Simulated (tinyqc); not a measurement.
Inside a calculation. Model: sheet resistance and Hall data of a diffused or implanted layer. Computed by tinyqc, a small Python program that keeps every step. Command: `OMP_NUM_THREADS=1 python tinyqc.py 3001767 3001768 out.jsonl layer walk`. One thread of a shared host (Intel(R) Xeon(R) Processor @ 2.30GHz), about 0.01 s of CPU time with the checks. Intermediate numbers are printed to about 7 digits and carried at full precision; extremes and crossings named in words are read from the listed rows.

Carriers are taken equal to the net active doping down to the junction (full ionisation, which deep dopants in wide-gap hosts do not reach; no spill-over, no depletion), and the Hall factor is 1.

Inputs (values chosen for the exercise, modelled on nitrogen in 4H-SiC):
```
quantity                                 value        unit
mu_min                                    40.3  cm^2/(V s)
mu_max                                     975  cm^2/(V s)
N_ref                                    2e+17      1/cm^3
exponent alpha                             0.6           -
peak concentration N_0                 3.3e+18      1/cm^3
length scale l                             190          nm
background doping N_B (opposite type)  3.6e+14      1/cm^3
probe current I                              1          mA
magnetic field B                             1           T
projected range R_p                        640          nm
```

Profile: buried Gaussian (implant). Activation: complete.

Constants: e = 1.602176634e-19 C.

## Dose and junction depth

N(x) = N_0 exp(-(x - R_p)^2/(2 l^2)) for x > 0, dose N_0 l sqrt(pi/2) erfc(-R_p/(l sqrt 2)), junction x_j = R_p + l sqrt(2 ln(N_0/N_B)); the layer starts at x_0 = max(0, 2 R_p - x_j).

dose = 1.571062e+14 1/cm^2

junction depth x_j = 1451.606 nm

## Profile

Mobility mu = mu_min + (mu_max - mu_min)/(1 + (N_t/N_ref)^alpha), N_t = active doping + N_B; carriers n = active doping - N_B, all dopants active. sigma = e n mu.

Depth, doping, carriers, mobility and conductivity at 2, 10, 20, 35, 50, 65, 80, 90 and 98 % of the layer:
```
x (nm)      N (1/cm^3)    n (1/cm^3)  mu (cm^2/(V s))  sigma (S/cm)
29.032    1.875706e+16  1.839706e+16         791.3797  2.332619e+00
145.161   1.110723e+17  1.107123e+17         588.8245  1.044461e+01
290.321   6.067486e+17  6.063886e+17         357.4816  3.473083e+01
508.062   2.593011e+18  2.592651e+18         205.6559  8.542712e+01
725.803   2.980090e+18  2.979730e+18         194.6001  9.290312e+01
943.544   9.210511e+17  9.206911e+17         307.3070  4.533116e+01
1161.285  7.655392e+16  7.619392e+16         638.0802  7.789436e+00
1306.445  7.028845e+15  6.668845e+15         861.5044  9.204888e-01
1422.574  6.834372e+14  3.234372e+14         936.7199  4.854116e-02
```

The mobility varies by a factor 4.8 across these points and the conductivity by 1910.

## Sheet values

Integrals from x_0 (0 unless stated) to x_j by the midpoint rule on 400 even intervals: 1/R_s = e int n mu dx; sheet density n_s = int n dx; Hall sheet density (int n mu dx)^2/int n mu^2 dx; Hall mobility int n mu^2 dx/int n mu dx. Mean conductivity 1/(R_s x_j); mean mobility 1/(e n_s R_s).

sheet resistance R_s = 169.7906 ohm

sheet density n_s = 1.570524e+14 1/cm^2

mean mobility = 234.0622 cm^2/(V s)

Hall sheet density = 1.418655e+14 1/cm^2

Hall mobility = 259.1190 cm^2/(V s)

mean conductivity 1/(R_s x_j) = 40.57304 S/cm

Carriers amount to 100.0 % of the dose. A Hall measurement weights the mobile tail and reports 90.3 % of n_s.

## What the probes read

Collinear four-point probe on a large thin layer: V = I R_s ln(2)/pi. Van der Pauw on a symmetric sample: R = R_s ln(2)/pi as well. Hall voltage V_H = I B/(e x Hall sheet density); tangent of the Hall angle V_H/(I R_s).

four-point voltage = 37.46185 mV

Hall voltage = 4.399597 mV

tangent of the Hall angle = 0.02591190

## Shortcuts against the integral

Shortcuts: R_s = 1/(e Q mu) with the dose Q and the mobility at the (active) peak concentration; 1/(e n_s mu) with mu at N_t = n_s/x_j + N_B; 1/(e Q mu_max).

Sheet resistances:
```
method                                   R_s (ohm)  deviation (%)
integral                                  169.7906        0.00000
dose, mobility at the peak                212.5858       25.20470
n_s, mobility at the mean concentration   137.3817      -19.08755
dose, mu_max                               40.7466      -76.00183
```

The closest shortcut is «n_s, mobility at the mean concentration» (-19.1 %). The peak mobility is the lowest in the layer, so with full activation it overestimates R_s.

## Stripping the layer step by step

After removing a depth d the integrals start at d. Differences between neighbouring rows give the local conductivity -d(1/R_s)/dx at the middle of the slice (the last slice uses one more step, not listed).

Differential sheet resistance:
```
removed d (nm)  R_s (ohm)  slice conductivity (S/cm)  sigma at mid-slice (S/cm)
0                 169.791                    5.08867                    4.51567
150               172.020                   22.54030                   21.83628
300               182.643                   54.82835                   54.75178
450               214.927                   87.39374                   88.46414
600               299.236                   96.31041                   97.78981
750               527.097                   73.69391                   74.21681
900              1262.982                   38.45392                   37.99469
1050             4651.855                   12.31201                   11.57207
```

R_s doubles after removing between 600 and 750 nm of a layer 1450 nm deep, so half the current flows above that depth. Where sigma exceeds a tenth of its largest listed value, the slice values agree with it within 7 %.

Checks made by the program: conductance integral against adaptive quadrature (relative difference 2e-07).
